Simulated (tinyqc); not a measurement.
Deep-level transient spectroscopy (DLTS) of one majority-carrier trap. From peak temperature T_p back to cross-section sigma_0. Computed by tinyqc, a small Python program. Command: `OMP_NUM_THREADS=1 python tinyqc.py 3007233 3007234 out.jsonl dlts inv`. One thread of a shared host (Intel(R) Xeon(R) Processor @ 2.30GHz), about 0.1 s of CPU time with the checks.

A filling pulse loads the traps in a one-sided junction; under reverse bias they empty at the rate e, and the capacitance relaxes as C(t) = C_0 - dC exp(-e t). The signal is S = [C(t_2) - C(t_1)]/dC.

Inputs (values chosen for the exercise, with mass and screening modelled on 4H-SiC):

| quantity | value | unit |
|---|---|---|
| density-of-states mass m | 0.375 | m_0 |
| valleys M | 3 | - |
| trap depth E_t | 0.887 | eV |
| degeneracy ratio g | 1 | - |
| gate time t_1 | 0.001 | s |
| ratio t_2/t_1 | 4 | - |
| temperature T | 431 | K |
| dielectric constant eps | 9.93 | - |
| mean field F | 250000 | V/cm |

Carriers: electrons. Extra term: Poole-Frenkel lowering.

Constants: k_B = 8.617333262e-05 eV/K; k_B = 1.380649e-23 J/K; m_0 = 9.1093837015e-31 kg; h = 6.62607015e-34 J s; e = 1.602176634e-19 C; eps_0 = 8.8541878128e-12 F/m.

Method:
- e = g sigma v N_b exp(-E/k_B T), v = sqrt(3 k_B T/m), N_b = 2 M (2 pi m k_B T/h^2)^(3/2), sigma = sigma_0, E = E_t - dE with the one-dimensional Poole-Frenkel lowering dE = sqrt(e^3 F/(pi eps eps_0)), F being held as an input apart from the bias (the centre is charged when empty).
- S(e) = exp(-e t_1) - exp(-e t_2) peaks at the rate window e_0 = ln(t_2/t_1)/(t_2 - t_1).
- T_p solves e(T) = e_0 (bisection between 15 and 1500 K); the half-height points solve S = S_max/2 on either side.

Task: A run gave the result below. Find the cross-section sigma_0, known to lie between 5.3e-15 and 1.1e-14 cm^2.

peak temperature T_p = 387.6098 K

Result:

Each step takes the trial c = (a f_b - b f_a)/(f_b - f_a), f being the result less the target and a, b, c the logarithms of the listed values; c replaces end b, the old b replaces a if the sign of f changed, and otherwise f_a is halved.

Scan of the range:

| cross-section sigma_0 (cm^2) | peak temperature T_p (K) |
|---|---|
| 5.30e-15 | 393.673 |
| 5.99e-15 | 391.723 |
| 6.76e-15 | 389.815 |
| 7.64e-15 | 387.902 |
| 8.62e-15 | 386.033 |
| 9.74e-15 | 384.159 |
| 1.10e-14 | 382.310 |

False position (Illinois rule, in the logarithm of the input) inside the bracket:

| step | end a | end b | trial | peak temperature T_p (K) |
|---|---|---|---|---|
| 1 | 7.64000e-15 | 8.62000e-15 | 7.78555e-15 | 387.609 |
| 2 | 7.64000e-15 | 7.78555e-15 | 7.78441e-15 | 387.611 |
| 3 | 7.78555e-15 | 7.78441e-15 | 7.78498e-15 | 387.610 |

Peak temperature T_p falls at every point of a 13-point scan of the range (every second point is shown), so one value fits; it is bracketed by 7.64e-15 and 8.62e-15. Answer: cross-section sigma_0 = 7.785e-15 cm^2.
